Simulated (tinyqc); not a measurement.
Inside a calculation. Method: empirical pseudopotential in a few plane waves. Computed by tinyqc, a small Python program that keeps every step. Settings: plane-wave index or count = 15. Command: `OMP_NUM_THREADS=1 python tinyqc.py 26184 26185 out.jsonl` (the two numbers bound the seeds that draw the settings). One thread of a shared host (Intel(R) Xeon(R) Processor @ 2.60GHz), about 0.2 s of CPU time with the checks.

## Bloch Hamiltonian at k

Parameters chosen for this model: fcc lattice, atoms at +/- a/8 (1,1,1); form factors in rydberg at |G|^2 in units of (2 pi/a)^2:
```
parameter,value,unit
a,5.430000,angstrom
VS(3),-0.232000,Ry
VS(8),0.007000,Ry
VS(11),0.068000,Ry
VA(3),0,Ry
VA(4),0,Ry
VA(11),0,Ry
hbar^2/2m (2 pi/a)^2,5.101325,eV
```

k point k (2 pi / a): 0.500000  0.540000  0.350000

Basis: the 15 shortest G (labels in 2 pi/a), the same at every k. H(G,G') = c |k + G|^2 delta + VS(|G-G'|^2) cos((G-G').tau) + i VA sin((G-G').tau), tau = a/8 (1,1,1); 1 Ry = 13.605693 eV.

H(k) at k (eV), lower triangle:
```
,+0+0+0,-1-1-1,-1-1+1,-1+1-1,-1+1+1,+1-1-1,+1-1+1,+1+1-1,+1+1+1,-2+0+0,+0-2+0,+0+0-2,+0+0+2,+0+2+0,+2+0+0
+0+0+0,3.387790
-1-1-1,2.231997,4.510082
-1-1+1,-2.231997,0.000000,11.651937
-1+1-1,-2.231997,0.000000,0.095240,15.528944
-1+1+1,-2.231997,-0.095240,0.000000,0.000000,22.670799
+1-1-1,-2.231997,0.000000,0.095240,0.095240,0.000000,14.712732
+1-1+1,-2.231997,-0.095240,0.000000,0.000000,0.095240,0.000000,21.854587
+1+1-1,-2.231997,-0.095240,0.000000,0.000000,0.095240,0.000000,0.095240,25.731594
+1+1+1,2.231997,0.000000,-0.095240,-0.095240,0.000000,-0.095240,0.000000,0.000000,32.873449
-2+0+0,0.000000,-2.231997,-2.231997,-2.231997,2.231997,0.654206,-0.654206,-0.654206,-0.654206,13.590440
+0-2+0,0.000000,-2.231997,-2.231997,0.654206,-0.654206,-2.231997,2.231997,-0.654206,-0.654206,0.095240,12.774228
+0+0-2,0.000000,-2.231997,0.654206,-2.231997,-0.654206,-2.231997,-0.654206,2.231997,-0.654206,0.095240,0.095240,16.651235
+0+0+2,0.000000,-0.654206,2.231997,-0.654206,-2.231997,-0.654206,-2.231997,0.654206,-2.231997,-0.095240,-0.095240,0.000000,30.934946
+0+2+0,0.000000,-0.654206,-0.654206,2.231997,-2.231997,-0.654206,0.654206,-2.231997,-2.231997,-0.095240,0.000000,-0.095240,0.095240,34.811953
+2+0+0,0.000000,-0.654206,-0.654206,-0.654206,0.654206,2.231997,-2.231997,-2.231997,-2.231997,0.000000,-0.095240,-0.095240,0.095240,0.095240,33.995741
```

## Levels at k

Diagonalise the Hermitian matrix.

eigenvalues (eV): 0.226010  3.746242  9.629521  10.328390  13.076572  15.754133  16.498779  19.668107  21.741446  22.559083  25.276947  30.267514  33.427487  35.391543  38.088682

## Bands along a path

The same steps at evenly spaced points between the labelled ones.

Bands along the path (eV), lowest eight:
```
k,band 1,band 2,band 3,band 4,band 5,band 6,band 7,band 8
L,0.299895,3.559260,10.490102,10.490102,12.204178,16.201036,16.201036,18.853343
L-G 0.20,-0.310111,4.366218,10.493629,10.493629,12.277415,16.144302,16.144302,19.042959
L-G 0.40,-1.085528,5.865076,10.667437,10.667437,12.575483,16.204719,16.204719,18.863912
L-G 0.60,-1.711308,7.708493,10.973320,10.973320,13.043056,16.012361,16.012361,16.815319
L-G 0.80,-2.103170,9.736161,11.312332,11.312332,13.223399,15.331682,15.491276,15.491276
G,-2.235813,11.476793,11.476793,11.476793,12.136187,15.208735,15.208735,15.208735
G-X 0.20,-2.058603,9.655911,11.001077,11.001077,13.948584,14.416902,15.953684,15.953684
G-X 0.40,-1.529948,7.647706,10.167329,10.167329,13.352612,15.069638,17.580481,17.580481
G-X 0.60,-0.659290,5.748314,9.480426,9.480426,12.630360,14.010825,19.556693,19.556693
G-X 0.80,0.535949,3.981676,9.089259,9.089259,12.353690,12.856788,21.731699,21.731699
X,2.028246,2.392228,9.045248,9.045248,12.180573,12.572462,24.099505,24.099505
```

With 4 band(s) filled, the highest filled level on these points lies at G and the lowest empty one at G: a gap of 0.6594 eV, direct. This holds for the small fixed basis; with all plane waves up to |k + G|^2 = 21 (2 pi/a)^2 the gap along the path is 0.72 eV.

## Convergence with the number of plane waves

Levels at G counted from the fourth one.

Levels (eV):
```
plane waves,level 1,level 5,level 8
9,-17.444548,0,0.380959
15,-13.712605,0.659394,3.731943
27,-13.115395,1.261175,3.582973
51,-13.091363,1.437534,3.761311
59,-13.112993,1.463107,3.620790
65,-13.125282,1.463107,3.595272
89,-13.105526,1.454945,3.611401
```
